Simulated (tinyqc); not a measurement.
Energy and delay of logic against supply voltage: one step of the calculation.

One expression serves below and above threshold: I(Vg) = Ik [ln(1 + exp((Vg - VT + dd V)/(al nf Vt)))]^al, with I_on = I(V) and I_off = I(0). Gate delay td = kd C V/I_on, clock period LD td. Per gate and cycle the switching energy is act C V^2 and the leakage energy I_off V LD td. No short-circuit current, no variation. Minima are sought above 0.09 V; below a few Vt gates no longer switch and the model has no meaning.

Problem. Currents, delay and energies. I_on, I_off, td, clock frequency 1/(LD td), both energies and their sum.

Values chosen for this exercise; values of the order met in logic technologies: temperature T = 250 K; threshold voltage at zero drain bias VT = 0.25 V; slope factor nf = 1.44; barrier lowering per volt of supply dd = 0.04; specific current of a gate Ik = 2.8 uA; exponent of the current law al = 1.81; load capacitance of a gate C = 0.44 fF; delay factor kd = 1.1; logic depth LD = 20; activity factor act = 0.2; supply voltage V = 0.85 V.

Constants: q = 1.602176634e-19 C, kB = 1.380649e-23 J/K, Vt = kB T/q. Results are converted to the units shown.

Wanted: I_on; I_off; td; clock frequency; switching energy; leakage energy; energy.

Solution.

I_on = 225.22 uA
I_off = 2.6000 nA
td = 1.8266 ps
clock frequency = 27.373 GHz
switching energy = 63.580 aJ
leakage energy = 0.080738 aJ
energy = 63.661 aJ

I_on/I_off = 86600; leakage makes up 0.127 % of the energy.

Computed by the program tinyqc: `OMP_NUM_THREADS=1 python tinyqc.py 2082045 2082046 out.jsonl`, one thread of a shared Intel Xeon 2.30GHz, about 0.01 s for the whole run.
